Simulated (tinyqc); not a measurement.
## On-chip interconnect, size-dependent resistivity and RC delay: delay against the reflection coefficient of grain boundaries

A rectangular line between two neighbours and two ground planes. Surface and grain-boundary scattering are added to the bulk resistivity as corrections; capacitances are parallel-plate values without fringing; inductance is ignored.

Metal width x = wd - 2 tl, height y = AR wd - tl; grain boundaries (Mayadas-Shatzkes): al = (lam/(gr x)) Rg/(1 - Rg), g = 1/[1 - 3 al/2 + 3 al^2 - 3 al^3 ln(1 + 1/al)] - 1; surfaces (Fuchs-Sondheimer, thick limit): s = (3/8) lam (1 - ps)(1/x + 1/y); rho = rho0 (1 + g + s); r = rho/(x y); c = eps0 ek (2 wd/hd + 2 Mf AR wd/sp). Elmore delay tE = Rd (c Lw + Cl) + r Lw (c Lw/2 + Cl); t50 is the time at which the far end of a ladder of 30 pi sections (half capacitances at both ends, Cl at the far end, a step applied through Rd) reaches half the step; line share r Lw/(Rd + r Lw); estimate 0.69 Rd (c Lw + Cl) + 0.38 r c Lw^2 + 0.69 r Lw Cl.

Values chosen for this exercise; metal values close to those of cobalt:
- rho0 = 6.2 uohm cm (bulk resistivity)
- lam = 11.9 nm (bulk mean free path)
- ps = 0.2 (specular share of surface scattering)
- gr = 1 (grain size over the metal width)
- wd = 28 nm (drawn line width)
- AR = 1.9 (aspect ratio, height over width)
- tl = 0.4 nm (liner on both walls and the bottom, not conducting)
- sp = 42 nm (space to the neighbouring lines)
- hd = 39 nm (dielectric height to the planes above and below)
- ek = 3 (relative permittivity of the dielectric)
- Mf = 0 (Miller factor of the neighbours)
- Lw = 100 um (line length)
- Rd = 18000 ohm (driver resistance)
- Cl = 1.5 fF (load capacitance)

Constants: eps0 = 8.8541878128e-12 F/m. Results are converted to the units shown.

The same in every row: c (fF/um) = 0.03814.

Results:
```
Rg	rho (uohm cm)	r (ohm/um)	tE (ps)	t50 (ps)	estimate (ps)	line share of the resistance (%)
0.05	7.645	53.23	113.8	80.46	79.23	22.82
0.15	8.134	56.64	115.0	81.36	80.07	23.93
0.25	8.740	60.86	116.4	82.48	81.12	25.27
0.35	9.520	66.29	118.2	83.92	82.47	26.92
0.55	12.07	84.05	124.3	88.62	86.88	31.83
0.65	14.41	100.3	129.8	92.91	90.92	35.79
0.75	18.58	129.4	139.7	100.6	98.14	41.82
```

Estimate the missing row, Rg = 0.45.

Computed row:
```
Rg	rho (uohm cm)	r (ohm/um)	tE (ps)	t50 (ps)	estimate (ps)	line share of the resistance (%)
0.45	10.57	73.60	120.7	85.86	84.29	29.02
```

With this row back in the table: As Rg goes from 0.05 to 0.75, r rises from 53.2 to 129 ohm/um, c stays at 0.0381 fF/um and t50 rises from 80.5 to 101 ps. t50/tE lies between 0.707 and 0.720, and the estimate is within 2.4 % of t50.

Computed by the program tinyqc: `OMP_NUM_THREADS=1 python tinyqc.py 2100014 2100015 out.jsonl`, one thread of a shared Intel Xeon 2.30GHz, about 0.01 s for the whole run.
